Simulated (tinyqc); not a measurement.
# From junction depth x_j back to background doping N_B (opposite type)

Model: sheet resistance and Hall data of a diffused or implanted layer. Computed by tinyqc, a small Python program. Command: `OMP_NUM_THREADS=1 python tinyqc.py 3018443 3018444 out.jsonl layer inv`. One thread of a shared host (Intel(R) Xeon(R) Processor @ 2.30GHz), about 0.01 s of CPU time with the checks.

Carriers are taken equal to the net active doping down to the junction (full ionisation, which deep dopants in wide-gap hosts do not reach; no spill-over, no depletion), and the Hall factor is 1.

Inputs (values chosen for the exercise, modelled on nitrogen in 4H-SiC): peak concentration N_0 = 6.8e+19 1/cm^3; length scale l = 48 nm.

Profile: Gaussian at the surface. Activation: complete.

Method. N(x) = N_0 exp(-x^2/l^2), dose N_0 l sqrt(pi)/2, junction x_j = l sqrt(ln(N_0/N_B)).

Task: A run gave the result below. Find the background doping N_B (opposite type), known to lie between 5.3e+14 and 1.1e+15 1/cm^3.

junction depth x_j = 162.6744 nm

Result:

Each step takes the trial c = (a f_b - b f_a)/(f_b - f_a), f being the result less the target and a, b, c the logarithms of the listed values; c replaces end b, the old b replaces a if the sign of f changed, and otherwise f_a is halved.

Scan of the range:
```
background doping N_B (opposite type) (1/cm^3),junction depth x_j (nm)
5.30e+14,164.621
5.99e+14,163.762
6.76e+14,162.909
7.64e+14,162.041
8.62e+14,161.181
9.74e+14,160.306
1.10e+15,159.429
```

False position (Illinois rule, in the logarithm of the input) inside the bracket:
```
step,end a,end b,trial,junction depth x_j (nm)
1,6.76000e+14,7.64000e+14,6.98751e+14,162.675
2,7.64000e+14,6.98751e+14,6.98796e+14,162.674
3,7.64000e+14,6.98796e+14,6.98796e+14,162.674
4,6.98796e+14,6.98796e+14,6.98796e+14,162.674
```

Junction depth x_j falls at every point of a 13-point scan of the range (every second point is shown), so one value fits; it is bracketed by 6.76e14 and 7.64e14. Answer: background doping N_B (opposite type) = 6.988e14 1/cm^3.
